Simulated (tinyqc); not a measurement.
# In-plane mass from two subband densities

Question. At zero temperature each occupied subband holds N_k = D (EF - E_k), D = md m0 q/(pi hbar^2) per eV. Two subbands are occupied. Find md, EF - E1 and EF - E2.

Constants: q = 1.602176634e-19 C, hbar = 1.054571817e-34 J s, m0 = 9.1093837015e-31 kg. Results are converted to the units shown.

N1, N2 (cm^-2): 3.2726533e11  1.3e11
E2 - E1 = 15.9 meV

Solution. N1 - N2 = D (E2 - E1) gives D and so md; each N_k/D is a distance to EF.

md = 0.0297 m0
EF - E1 = 26.4 meV
EF - E2 = 10.5 meV

Program tinyqc, `OMP_NUM_THREADS=1 python tinyqc.py 2140111 2140112 out.jsonl`; Intel Xeon 2.30GHz, shared host, one thread, about 0.2 s.
